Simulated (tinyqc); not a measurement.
Inside a calculation. Model: MOS capacitor on a p-type substrate, surface potential from the exact charge relation.

tinyqc, about 0.01 s, one thread, Intel Xeon 2.30GHz (shared host): `OMP_NUM_THREADS=1 python tinyqc.py 2060111 2060112 out.jsonl` Printed values are rounded.

Uniform p-type substrate, Boltzmann statistics, full ionisation, classical densities. psi is the surface potential against the body (positive when the bands bend down) and u = psi/Vt. Traps are spread evenly over the gap and neutral at flat band, so their charge is -q Dit psi; the minority quasi-Fermi level is shifted by Vb.

Values chosen for this exercise; band and dielectric values close to those of silicon: temperature T = 300 K; band gap Eg = 1.11 eV; relative permittivity eps_r = 11.9; conduction-band density of states at T Nc = 2.76e19 cm^-3; valence-band density of states at T Nv = 2.63e19 cm^-3; electron affinity chi = 3.97 eV; acceptor density of the substrate N = 1.9e18 cm^-3; relative permittivity of the gate insulator (close to zirconium oxide) eox = 24.5; insulator thickness tox = 12 nm; gate work function phiM = 4.09 eV; fixed charge at the interface, in units of q Nf = 0 cm^-2; density of interface traps Dit = 0 cm^-2 eV^-1; reverse bias of the inversion layer against the body Vb = 0.7 V; gate voltage against the body Vg = 1.44 V.

Constants: q = 1.602176634e-19 C, kB = 1.380649e-23 J/K, Vt = kB T/q, eps0 = 8.8541878128e-14 F/cm where lengths are in cm. Results are converted to the units shown.

Range of the model: At this gate voltage the surface density exceeds 0.3 of the band density of states, so degeneracy and confinement would lower the charge and capacitance.

## Flat band, threshold and scales

ni = sqrt(Nc Nv) exp(-Eg/(2 Vt)), Eg in volts; phiF = Vt ln(N/ni); Cox = eps0 eox/tox; Vfb = phiM - chi - (Eg - Vt ln(Nv/N)) - q Nf/Cox; Q0 = sqrt(2 eps0 eps_r q N Vt); r = (ni/N)^2 exp(-Vb/Vt); VT = Vfb + [(2 phiF + Vb)(1 + q Dit/Cox) + sqrt(2 eps0 eps_r q N (2 phiF + Vb))/Cox].

ni = 1.27892e10 cm^-3
phiF = 0.486445 V
Cox = 1.80773 uF/cm^2
Vfb = -0.922068 V
Q0 = 128.778 nC/cm^2
r = 7.88308e-29
VT = 1.32387 V

## Starting value

psi = +Vt (just off flat band).

psi at the start = 0.0258520 V

## Iteration 1: Newton step for the surface potential

u = psi/Vt; F^2 = exp(-u) + u - 1 + r (exp(u) - u - 1); Qs = -sign(u) Q0 F; Cs = -dQs/dpsi = (Q0/Vt) |1 - exp(-u) + r (exp(u) - 1)|/(2 F). f = Vfb + psi + (q Dit psi - Qs)/Cox - Vg, f' = 1 + (Cs + q Dit)/Cox, psi(new) = psi - f/f'.

u = 1
F = 0.606531
Qs = -78.1078 nC/cm^2
Cs = 2.59576 uF/cm^2
f = -2.29301 V
f' = 2.43592
psi after iteration 1 = 0.967182 V

## Iteration 2: Newton step for the surface potential

As before.

u = 37.4123
F = 6.03426
Qs = -777.080 nC/cm^2
Cs = 0.412756 uF/cm^2
f = -0.965021 V
f' = 1.22833
psi after iteration 2 = 1.75282 V

## Course of the Newton iteration

Stop when the step is below 1e-10 V, or after 60 iterations.

Course of the iteration:
```
iteration	psi before the step (V)	f (V)	step (V)
1	0.0258520	-2.29	0.941
2	0.967182	-0.965	0.786
3	1.75282	0.0621	-0.0142
4	1.73859	9.48e-3	-3.04e-3
5	1.73555	3.08e-4	-1.05e-4
6	1.73545	3.46e-7	-1.18e-7
7	1.73545	4.37e-13	-1.50e-13
```

Converged in 7 iterations.

## Charges, field and capacitances at the solution

converged psi = 1.73545 V

u = psi/Vt; F^2 = exp(-u) + u - 1 + r (exp(u) - u - 1); Qs = -sign(u) Q0 F; Cs = -dQs/dpsi = (Q0/Vt) |1 - exp(-u) + r (exp(u) - 1)|/(2 F). Low frequency: 1/C_LF = 1/Cox + 1/(Cs + q Dit). High frequency, in the simple estimate in which traps and minority carriers do not follow: 1/C_HF = 1/Cox + 1/Cd, Cd being Cs with r = 0 at the same psi. Minority sheet density N_inv = (Q0/(2 q)) int_0^u r (exp(t) - 1)/F(t) dt for u > 0. Oxide field |Qs - q Dit psi + q Nf|/(eps0 eox).

Qs = -1132.76 nC/cm^2
N_inv = 5.37916e11 cm^-2
oxide field = 0.522185 MV/cm
Cs = 3.46687 uF/cm^2
C_LF/Cox = 0.657276
C_HF/Cox = 0.144881

The surface is in strong inversion (borders at |psi| = 0, phiF + Vb and 2 phiF + Vb = 1.67 V). Minority carriers make up 7.61 % of Qs.
